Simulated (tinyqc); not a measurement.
Quasi-harmonic thermal expansion with mode Grueneisen parameters: one step, computed by the program tinyqc.

A crystal with two atoms a cell; per atom there are 1 transverse acoustic (TA), 1/2 longitudinal acoustic (LA) and 3/2 optical (O) modes. Every frequency of group i scales as nu_i (V/V0)^(-gamma_i). Each group has one frequency. Static energy: E = (9 V0 B0/16) [y^3 B' + y^2 (2 - 4 y)], y = (V0/V)^(2/3) - 1, with pressure P_s = (3 B0/2) (z^7 - z^5) [1 + (3/4)(B' - 4)(z^2 - 1)], z = (V0/V)^(1/3).

Problem. Grueneisen's estimate. gamma_th = sum gamma_i C_i / sum C_i; volume expansion coefficient alpha_V = gamma_th C k_B/(B0 V0); linear coefficient alpha_V/3; first-order volume change P_ph/B0.

Inputs (values chosen for the exercise, for a model crystal): static volume V0 = 27.9 angstrom^3/atom; static bulk modulus B0 = 144 GPa; temperature T = 800 K.

Acoustic groups: Einstein.

Groups:
```
group  h nu_i/(k_B T)  U_i (meV)  C_i (k_B)  gamma_i C_i (k_B)
TA          0.3383466   69.59508  0.9905145         -0.1881978
LA          0.5267169   35.26258  0.4885990          0.7328985
O            1.199811   115.5253   1.332304           2.131687
```

phonon pressure at V0 = 1.289271 GPa

Constants: k_B = 8.617333262e-05 eV/K; 1 eV/angstrom^3 = 160.2176634 GPa.

Give: heat capacity C at V0; gamma_th at V0; linear expansion, Grueneisen estimate; first-order volume change.

Solution.

heat capacity C at V0 = 2.811 k_B/atom

gamma_th at V0 = 0.9520

linear expansion, Grueneisen estimate = 3.066 ppm/K

first-order volume change = 0.8953 %
